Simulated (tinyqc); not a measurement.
Worked calculation: UHF in the sto-3g basis, for BeH2, spin multiplicity 1. One step of it, computed by the program tinyqc.

Question. Iteration 25 (converged): orbitals. Diagonalise F' = X^T F X, C = X C', fill 3 alpha and 3 beta electrons from the bottom; D(s) = C_occ C_occ^T. Each column has its largest component positive (the first on a tie).

converged F(alpha) (hartree), order 1Be 1s, 1Be 2s, 1Be 2px, 1Be 2py, 1Be 2pz, 2H 1s, 3H 1s:
```
[[-4.531790, -1.290029, 0.000000, 0.000000, 0.000897, -0.204924, -0.204924],
 [-1.290029, -0.590779, 0.000000, 0.000000, -0.006289, -0.330421, -0.330421],
 [0.000000, 0.000000, 0.213691, 0.000000, 0.000000, 0.000000, 0.000000],
 [0.000000, 0.000000, 0.000000, -0.136854, 0.000000, -0.298082, 0.298082],
 [0.000897, -0.006289, 0.000000, 0.000000, 0.213367, -0.008969, -0.008969],
 [-0.204924, -0.330421, 0.000000, -0.298082, -0.008969, -0.225807, -0.012300],
 [-0.204924, -0.330421, 0.000000, 0.298082, -0.008969, -0.012300, -0.225807]]
```

converged F(beta) (hartree), order 1Be 1s, 1Be 2s, 1Be 2px, 1Be 2py, 1Be 2pz, 2H 1s, 3H 1s:
```
[[-4.531796, -1.290029, 0.000000, 0.000000, 0.000897, -0.204925, -0.204925],
 [-1.290029, -0.590810, 0.000000, 0.000000, -0.006278, -0.330419, -0.330419],
 [0.000000, 0.000000, 0.213682, 0.000000, 0.000000, 0.000000, 0.000000],
 [0.000000, 0.000000, 0.000000, -0.136875, 0.000000, -0.298076, 0.298076],
 [0.000897, -0.006278, 0.000000, 0.000000, 0.213358, -0.008963, -0.008963],
 [-0.204925, -0.330419, 0.000000, -0.298076, -0.008963, -0.225758, -0.012297],
 [-0.204925, -0.330419, 0.000000, 0.298076, -0.008963, -0.012297, -0.225758]]
```

X, order 1Be 1s, 1Be 2s, 1Be 2px, 1Be 2py, 1Be 2pz, 2H 1s, 3H 1s:
```
[[0.000000, -0.411753, 0.888129, 0.000000, -0.210551, 0.280428, 0.000000],
 [0.000000, 1.074913, -0.059077, 0.000000, -0.025327, 0.543874, 0.000000],
 [0.000000, 0.000000, 0.000000, 1.000000, 0.000000, 0.000000, 0.000000],
 [1.167389, 0.000000, 0.000000, 0.000000, 0.000000, 0.000000, 0.557500],
 [0.000000, 0.042188, 0.240068, 0.000000, 0.970045, 0.020291, 0.000000],
 [-0.833552, -0.666346, -0.314450, 0.000000, 0.075333, 0.352675, 0.390389],
 [0.833552, -0.666346, -0.314450, 0.000000, 0.075333, 0.352675, -0.390389]]
```

Give: F' = X^T F X; orbital energies; coefficients C; F' = X^T F X; orbital energies; coefficients C; D(alpha) after iteration 25; D(beta) after iteration 25.

Answer.

F' = X^T F X (alpha) (hartree):
```
[[0.6770, 0.0000, 0.0000, 0.0000, 0.0000, 0.0000, 0.0552],
 [0.0000, 0.2021, 0.7225, 0.0000, -0.1705, 0.3148, 0.0000],
 [0.0000, 0.7225, -3.2684, 0.0000, 0.8699, -1.6252, 0.0000],
 [0.0000, 0.0000, 0.0000, 0.2137, 0.0000, 0.0000, 0.0000],
 [0.0000, -0.1705, 0.8699, 0.0000, -0.0041, 0.4155, 0.0000],
 [0.0000, 0.3148, -1.6252, 0.0000, 0.4155, -1.3187, 0.0000],
 [0.0552, 0.0000, 0.0000, 0.0000, 0.0000, 0.0000, -0.3671]]
```

orbital energies (alpha) (hartree): [-4.5351, -0.4134, -0.3700, 0.2127, 0.2137, 0.3467, 0.6799]

coefficients C (alpha), order 1Be 1s, 1Be 2s, 1Be 2px, 1Be 2py, 1Be 2pz, 2H 1s, 3H 1s:
```
[[0.9919, -0.2118, 0.0000, 0.0247, 0.0000, -0.2280, 0.0000],
 [0.0310, 0.6126, 0.0000, -0.1033, 0.0000, 1.0337, 0.0000],
 [0.0000, 0.0000, 0.0000, 0.0000, 1.0000, 0.0000, 0.0000],
 [0.0000, 0.0000, 0.4952, 0.0000, 0.0000, 0.0000, 1.1951],
 [0.0000, 0.0087, 0.0000, 0.9942, 0.0000, 0.1112, 0.0000],
 [-0.0038, 0.3925, 0.4338, 0.0534, 0.0000, -0.7184, -0.8118],
 [-0.0038, 0.3925, -0.4338, 0.0534, 0.0000, -0.7184, 0.8118]]
```

F' = X^T F X (beta) (hartree):
```
[[0.6770, 0.0000, 0.0000, 0.0000, 0.0000, 0.0000, 0.0552],
 [0.0000, 0.2021, 0.7225, 0.0000, -0.1705, 0.3147, 0.0000],
 [0.0000, 0.7225, -3.2684, 0.0000, 0.8699, -1.6252, 0.0000],
 [0.0000, 0.0000, 0.0000, 0.2137, 0.0000, 0.0000, 0.0000],
 [0.0000, -0.1705, 0.8699, 0.0000, -0.0041, 0.4155, 0.0000],
 [0.0000, 0.3147, -1.6252, 0.0000, 0.4155, -1.3187, 0.0000],
 [0.0552, 0.0000, 0.0000, 0.0000, 0.0000, 0.0000, -0.3671]]
```

orbital energies (beta) (hartree): [-4.5351, -0.4134, -0.3700, 0.2127, 0.2137, 0.3467, 0.6800]

coefficients C (beta), order 1Be 1s, 1Be 2s, 1Be 2px, 1Be 2py, 1Be 2pz, 2H 1s, 3H 1s:
```
[[0.9919, -0.2119, 0.0000, 0.0247, 0.0000, -0.2279, 0.0000],
 [0.0310, 0.6126, 0.0000, -0.1033, 0.0000, 1.0336, 0.0000],
 [0.0000, 0.0000, 0.0000, 0.0000, 1.0000, 0.0000, 0.0000],
 [0.0000, 0.0000, 0.4953, 0.0000, 0.0000, 0.0000, 1.1951],
 [0.0000, 0.0087, 0.0000, 0.9942, 0.0000, 0.1112, 0.0000],
 [-0.0038, 0.3924, 0.4337, 0.0535, 0.0000, -0.7184, -0.8118],
 [-0.0038, 0.3924, -0.4337, 0.0535, 0.0000, -0.7184, 0.8118]]
```

D(alpha) after iteration 25, order 1Be 1s, 1Be 2s, 1Be 2px, 1Be 2py, 1Be 2pz, 2H 1s, 3H 1s:
```
[[1.0287, -0.0990, 0.0000, 0.0000, -0.0019, -0.0869, -0.0869],
 [-0.0990, 0.3762, 0.0000, 0.0000, 0.0053, 0.2403, 0.2403],
 [0.0000, 0.0000, 0.0000, 0.0000, 0.0000, 0.0000, 0.0000],
 [0.0000, 0.0000, 0.0000, 0.2453, 0.0000, 0.2148, -0.2148],
 [-0.0019, 0.0053, 0.0000, 0.0000, 0.0001, 0.0034, 0.0034],
 [-0.0869, 0.2403, 0.0000, 0.2148, 0.0034, 0.3422, -0.0341],
 [-0.0869, 0.2403, 0.0000, -0.2148, 0.0034, -0.0341, 0.3422]]
```

D(beta) after iteration 25, order 1Be 1s, 1Be 2s, 1Be 2px, 1Be 2py, 1Be 2pz, 2H 1s, 3H 1s:
```
[[1.0287, -0.0991, 0.0000, 0.0000, -0.0019, -0.0869, -0.0869],
 [-0.0991, 0.3763, 0.0000, 0.0000, 0.0053, 0.2403, 0.2403],
 [0.0000, 0.0000, 0.0000, 0.0000, 0.0000, 0.0000, 0.0000],
 [0.0000, 0.0000, 0.0000, 0.2453, 0.0000, 0.2148, -0.2148],
 [-0.0019, 0.0053, 0.0000, 0.0000, 0.0001, 0.0034, 0.0034],
 [-0.0869, 0.2403, 0.0000, 0.2148, 0.0034, 0.3421, -0.0341],
 [-0.0869, 0.2403, 0.0000, -0.2148, 0.0034, -0.0341, 0.3421]]
```
